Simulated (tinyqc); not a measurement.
Vibrations of a mass or spring defect in a linear chain: one step, computed by the program tinyqc.

A ring of N atoms with nearest-neighbour springs k and motion along the chain. Atom 1 is the defect, of mass M', and its two springs are k'. All other atoms have the mass M.

Problem. Band edges of the host. Host band: lambda from 0 to 4k/M. nu = 15.6333042 THz x sqrt(lambda), lambda in eV/(angstrom^2 u).

Inputs (values chosen for the exercise, for a model chain): spring constant k = 6.56 eV/angstrom^2; host mass M = 46.2 u.

Host: monatomic.

Constants: nu for 1 eV/(angstrom^2 u) = 15.6333042 THz.

Give: band edges.

Solution.

band edges (THz): 0.00  11.78
